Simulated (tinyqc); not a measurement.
Short-channel transistor, virtual-source model with series resistance: course of the iteration: current through the series resistance.

The current per gate width is the charge at the top of the source barrier (the virtual source) times its velocity times a saturation function; al and be are fitting constants of the model. Units: I in uA/um, Rs in ohm um, so I Rs = 1e-6 I Rs in volts; Q in uC/cm^2, so I = 1e-4 Q vx0 Fsat with vx0 in cm/s.

Intrinsic voltages Vg' = Vgs - I Rs, Vd' = Vds - 2 I Rs. n = n0 + nd Vd', VT = VT0 - dl Vd', Ff = 1/(1 + exp((Vg' - VT + al Vt/2)/(al Vt))), Q = Cinv n Vt ln(1 + exp((Vg' - VT + al Vt Ff)/(n Vt))), Vdsat = (vx0 L/mu)(1 - Ff) + Vt Ff, Fsat = u/(1 + u^be)^(1/be) with u = Vd'/Vdsat, and I(out) = Q vx0 Fsat per width. (Fsat takes the sign of u.) Newton step: I(new) = I + (I(out) - I)/(1 - s), s = dI(out)/dI by a central difference with +/- 0.001 uA/um.

Stop when I changes by less than 1e-7 uA/um, or after 80 iterations.

Inputs (values chosen for the exercise):
- T = 273 K (temperature)
- Cinv = 3.02 uF/cm^2 (inversion capacitance)
- vx0 = 8.91e6 cm/s (velocity at the virtual source)
- mu = 300 cm^2/(V s) (apparent mobility)
- L = 32 nm (channel length)
- VT0 = 0.312 V (threshold at zero drain voltage)
- dl = 0.045 V/V (drain-induced barrier lowering)
- n0 = 1.4 (subthreshold factor)
- nd = 0.1 1/V (growth of n with drain voltage)
- al = 3.5 (threshold shift (in units of Vt) from weak to strong inversion)
- be = 1.6 (sharpness of saturation)
- Rs = 90 ohm um (series resistance of each contact)
- Vgs = 0.9 V (gate voltage)
- Vds = 0.05 V (drain voltage)

Constants: q = 1.602176634e-19 C, kB = 1.380649e-23 J/K, Vt = kB T/q. Results are converted to the units shown.

I at the start = 0 uA/um

Course of the iteration:

| iteration | I (uA/um) | \|change\| (uA/um) |
|---|---|---|
| 1 | 234.460 | 234 |
| 2 | 205.586 | 28.9 |
| 3 | 205.320 | 0.266 |
| 4 | 205.320 | 2.80e-5 |
| 5 | 205.320 | < 1e-10 |

Did this iteration meet its convergence test, and what does its course show?

Yes. Converged in 5 iterations. At the end the number of correct digits about doubles with each step.

Numbers from tinyqc (`OMP_NUM_THREADS=1 python tinyqc.py 2380173 2380174 out.jsonl`; about 0.02 s on one thread of a shared Intel Xeon 2.30GHz).
